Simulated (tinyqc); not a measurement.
What each parameter does: shallow donor in an anisotropic valley (effective-mass theory).

One valley: H = -c [(d2/dx2 + d2/dy2)/mt + (d2/dz2)/ml] - q/(eps r), c = hbar^2/2m0, q = e^2/(4 pi eps0). Trial function exp(-sqrt((x^2 + y^2)/a^2 + z^2/b^2)) with a > b: T = (c/3)(2/(mt a^2) + 1/(ml b^2)), V = -(q/eps) atan(u/b)/u, u = sqrt(a^2 - b^2). The central cell of the impurity is left out.

Constants: hbar^2/2m0 = 3.80998211 eV angstrom^2; e^2/(4 pi eps0) = 14.39964547 eV angstrom.

Inputs chosen for the exercise (out of a larger set: near those of GaP; not measured data): ml = 2.026 m0 (longitudinal mass); mt = 0.244 m0 (transverse mass); eps = 11.5 (dielectric constant).

The minimum of the trial energy.

Results for these values:
```
case  E (meV)  a (angstrom)  b (angstrom)    b/a
base   -44.42         17.23          8.19  0.475
```

What happens to each result for ml = 1.621 m0, all else kept?

Answer: E rises from -44.42 to -42.33; a rises from 17.23 to 17.78; b rises from 8.19 to 9.13; b/a rises from 0.475 to 0.514.

The same for each parameter in turn:
```
case           E (meV)  a (angstrom)  b (angstrom)    b/a
base            -44.42         17.23          8.19  0.475
ml = 1.621 m0   -42.33         17.78          9.13  0.514
mt = 0.268 m0   -47.83         15.89          7.80  0.491
eps = 10.3      -55.38         15.43          7.33  0.475
```

eps only rescales the solution (E as 1/eps^2, lengths as eps), so b/a depends on ml/mt alone.

(tinyqc, `OMP_NUM_THREADS=1 python tinyqc.py 1281039 1281040 out.jsonl`, Intel(R) Xeon(R) Processor @ 2.30GHz, 1 thread, shared host, about 0.01 s.)
